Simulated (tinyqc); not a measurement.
# Changing the shear strain e_s

Model: valley-orbit splitting of a donor ground state, with strain. Computed by tinyqc, a small Python program. Command: `OMP_NUM_THREADS=1 python tinyqc.py 3008155 3008156 out.jsonl valleyorbit sweep`. One thread of a shared host (Intel(R) Xeon(R) Processor @ 2.30GHz), about 0.01 s of CPU time with the checks.

The basis is the 1s envelope in each valley; energies are counted from the unstrained conduction-band edge. The strain is e_s (a a^T - 1/3) for the unit stress axis a, so valley j along n_j moves by Xi_u e_s w_j with w_j = (n_j.a)^2 - 1/3: +2/3 for [111], -2/9 for the others.

Inputs (values chosen for the exercise, modelled on donors in germanium):

| quantity | value | unit |
|---|---|---|
| single-valley binding energy E_0 | 10.1 | meV |
| central-cell shift Lambda | 0.45 | meV |
| coupling Delta_1 | 0.7 | meV |
| shear deformation potential Xi_u | 16.8 | eV |
| temperature T | 4.2 | K |
| donor density N_D | 1.4e+15 | cm^-3 |
| density-of-states mass of one valley m_e | 0.214 | m_0 |

Valleys: four along <111>. Stress axis: [111].

Constants: k_B = 8.617333262e-05 eV/K; m_0 = 9.1093837015e-31 kg; k_B = 1.380649e-23 J/K; h = 6.62607015e-34 J s.

Method:
- H_jj = -(E_0 + Lambda) + Xi_u e_s w_j; H_jk = -Delta_1 between any two valleys.
- Diagonalise H; the ground vector has positive components. The density at the nucleus, and so the contact hyperfine coupling, scales as (sum_j c_j)^2/(number of valleys), which is 1 without strain; the envelopes are held fixed.
- The binding energy is counted from the lowest valley edge, min_j Xi_u e_s w_j; the gap is from the ground state to the next level.
- z = sum over levels of exp(-(E - E_ground)/k_B T), the ground-state share being 1/z; N_c = 2 (2 pi m_e k_B T/h^2)^(3/2) sum_j exp(-(shift_j - lowest shift)/k_B T); n1 = N_c/(2 z) exp(-binding/k_B T), binding = lowest shift - E_ground; without compensation n = 2 N_D/(1 + sqrt(1 + 4 N_D/n1)) (Boltzmann statistics; p and higher states left out).

One run for each value:

| shear strain e_s | hyperfine ratio A/A_0 | binding energy under strain (meV) | gap to the first excited state (meV) | free electrons n (cm^-3) |
|---|---|---|---|---|
| -0.00500 | 0.2645 | 10.57 | 73.31 | 7.727e+08 |
| -0.00250 | 0.2797 | 10.59 | 36.02 | 7.508e+08 |
| -0.00130 | 0.3100 | 10.63 | 18.18 | 7.100e+08 |
| -0.00063 | 0.3862 | 10.73 | 8.37 | 6.199e+08 |
| -0.00032 | 0.5494 | 10.94 | 4.16 | 4.634e+08 |
| -0.00016 | 0.8065 | 11.36 | 2.62 | 2.582e+08 |
| -0.00008 | 0.9526 | 11.87 | 2.43 | 1.352e+08 |
| -0.00004 | 0.9896 | 12.23 | 2.55 | 9.805e+07 |
| -0.00002 | 0.9976 | 12.43 | 2.66 | 8.967e+07 |

Describe and explain the trends.

Over the rows, hyperfine ratio A/A_0 rises from 0.264 to 0.998; binding energy under strain (meV) rises from 10.6 to 12.4; gap to the first excited state (meV) goes from 73.3 through a minimum among these rows, 2.43 at -8.00e-5, to 2.66. Strain moves the ground state into the lowered valleys, so fewer valleys add in phase at the nucleus and less valley-orbit energy is gained.

Caution (rows -0.00500, -0.00250, -0.00130, -6.30e-4): strain lowers the binding by more than 15 %, so the envelope, held fixed here, would swell and lower A/A_0 further.

Extremes, crossings and ranges named in words are read from the listed rows.
